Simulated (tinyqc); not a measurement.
# Joule-heated wire on a substrate, fin equation: effects of single changes

A wire of length L loses heat along itself to two contacts and sideways to the substrate: kap A theta'' - g theta + p = 0 with theta = T - T0 and p = p0. The ends are held at T0. Constant conductivity, diffusive heat flow.

Inputs (values chosen for the exercise): conductivity along the wire kap = 58 W/(m K); cross-section A = 260 nm^2; conductance per length to the substrate g = 0.26 W/(m K); length between the contacts L = 730 nm; thermal resistance of each contact Rc = 0 K/uW; heating per length p0 = 0.036 uW/nm.

Each table varies one quantity; the others keep the values above.

## Effect of the length between the contacts

The equation is solved on 800 equal steps and the peak is the largest node value. LH = sqrt(kap A/g); the share is the integral of g theta over that of p.

The same in every row: LH (nm) = 240.8.

Results:
```
L (nm),L/LH,peak theta (K),peak/(p0/g),share to the substrate (%)
120,0.4983,4.189,0.03025,2.019
190,0.7889,10.12,0.07306,4.883
310,1.287,24.44,0.1765,11.85
500,2.076,51.32,0.3707,25.14
810,3.363,88.66,0.6403,44.51
2100,8.720,134.9,0.9744,77.07
3400,14.12,138.2,0.9983,85.83
```

Estimate the missing row, L = 1300 nm.

Computed row:
```
L (nm),L/LH,peak theta (K),peak/(p0/g),share to the substrate (%)
1300,5.398,119.9,0.8661,63.28
```

With this row back in the table: As L goes from 120 to 3400 nm, the peak theta rises from 4.19 to 138 K and the share of heat to the substrate rises from 2.02 to 85.8 %; L/LH goes from 0.50 to 14. Where L/LH is smallest the peak reaches 0.030 of p0/g, where it is largest 1.0: contacts cool the wire only within a few healing lengths.

## Effect of the conductivity along the wire

Same model as above.

Effect of the conductivity along the wire:
```
kap (W/(m K)),LH (nm),L/LH,peak theta (K),peak/(p0/g),share to the substrate (%)
5.8,76.16,9.585,136.2,0.9834,79.14
12,109.5,6.664,128.6,0.9286,70.06
27,164.3,4.443,108.8,0.7856,56.03
58,240.8,3.031,80.43,0.5809,40.09
120,346.4,2.107,52.37,0.3783,25.67
270,519.6,1.405,28.31,0.2045,13.74
580,761.6,0.9585,14.51,0.1048,7.013
```

What does the table show?

As kap goes from 5.8 to 580 W/(m K), the peak theta falls from 136 to 14.5 K and the share of heat to the substrate falls from 79.1 to 7.01 %; L/LH goes from 9.6 to 0.96. Where L/LH is smallest the peak reaches 0.10 of p0/g, where it is largest 0.98: contacts cool the wire only within a few healing lengths.

## Effect of the conductance per length to the substrate

Same model as above.

Effect of the conductance per length to the substrate:
```
g (W/(m K)),LH (nm),L/LH,peak theta (K),peak/(p0/g),share to the substrate (%)
0.026,761.6,0.9585,145.1,0.1048,7.013
0.056,518.9,1.407,131.7,0.2049,13.77
0.12,354.5,2.059,110.0,0.3665,24.85
0.26,240.8,3.031,80.43,0.5809,40.09
0.56,164.1,4.449,50.54,0.7862,56.08
1.2,112.1,6.512,27.69,0.9230,69.38
2.6,76.16,9.585,13.62,0.9834,79.14
```

Read the table: what changes, and by how much?

As g goes from 0.026 to 2.6 W/(m K), the peak theta falls from 145 to 13.6 K and the share of heat to the substrate rises from 7.01 to 79.1 %; L/LH goes from 0.96 to 9.6. Where L/LH is smallest the peak reaches 0.10 of p0/g, where it is largest 0.98: contacts cool the wire only within a few healing lengths.

tinyqc, about 0.01 s, one thread, Intel Xeon 2.30GHz (shared host): `OMP_NUM_THREADS=1 python tinyqc.py 2520058 2520059 out.jsonl`
